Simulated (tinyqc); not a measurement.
# Threshold of a short bulk MOSFET: charge sharing, barrier lowering, narrow width, step by step

Computed by the program tinyqc: `OMP_NUM_THREADS=1 python tinyqc.py 2002194 2002195 out.jsonl`, one thread of a shared Intel Xeon 2.30GHz, about 0.01 s for the whole run. Printed values are rounded.

n-channel device on a p-type body, depletion approximation, full ionisation. Uniform doping N = Na. Vbi from Boltzmann statistics is rough for the degenerate source. Cox = eps0 eox/tox.

Values chosen for this exercise; band and dielectric values close to those of silicon: temperature T = 300 K; band gap Eg = 1.11 eV; relative permittivity eps_r = 11.8; conduction-band density of states at T Nc = 2.85e19 cm^-3; valence-band density of states at T Nv = 2.63e19 cm^-3; relative permittivity of the gate insulator (close to silicon dioxide) eox = 3.9; insulator thickness tox = 11 nm; channel doping Na = 3.1e17 cm^-3; source and drain doping Nsd = 1e20 cm^-3; flat-band voltage for the doping Na Vfb = -0.9 V; junction depth xj = 10 nm; body-source voltage Vbs = 0 V; drain-source voltage Vds = 1.2 V; gate width W = 790 nm; shape factor of the fringing depletion at the width edges xw = 0.7854; channel length L = 600 nm.

Constants: q = 1.602176634e-19 C, kB = 1.380649e-23 J/K, Vt = kB T/q, eps0 = 8.8541878128e-14 F/cm where lengths are in cm. Results are converted to the units shown.

## Long-channel threshold and scales

ni = sqrt(Nc Nv) exp(-Eg/(2 Vt)), Eg in volts; 2 pB = 2 Vt ln(N/ni); flat band Vfb - Vt ln(N/Na); Wd = sqrt(2 eps0 eps_r (2 pB - Vbs)/(q N)); body term q N Wd/Cox; long-channel VT0 = flat band + 2 pB + body term; Vbi = Vt ln(N Nsd/ni^2); scale length l = sqrt((eps_r/eox) tox Wd).

N = 3.1e17 cm^-3
2 pB = 0.8783185 V
flat band = -0.9 V
Wd = 60.78835 nm
body term = 0.9617712 V
VT0 = 0.9400898 V
Vbi = 1.027649 V
l = 44.97956 nm

## Short-channel and narrow-width shifts

Charge sharing (trapezoid; it ignores Vds): F = (xj/L)(sqrt(1 + 2 Wd/xj) - 1), lowering = body term times F. Barrier lowering: th = exp(-L/(2 l)) + 2 exp(-L/l), lowering = th [2 (Vbi - 2 pB) + Vds], DIBL = th. Narrow width: rise = body term times xw Wd/W. VT by each model = VT0 - lowering + rise.

F = 0.04378917
lowering by charge sharing = 42.11516 mV
th = 0.001272004
lowering of the barrier = 1.906302 mV
DIBL = 1.272004 mV/V
narrow-width rise = 58.12406 mV
VT, charge sharing = 0.9560987 V
VT, barrier lowering = 0.9963075 V

L is 13.3 scale lengths. The charge-sharing lowering is 22.1 times the barrier lowering; the first falls off as 1/L and the second exponentially. Both describe the same loss of gate control, so they are alternatives and are not added.
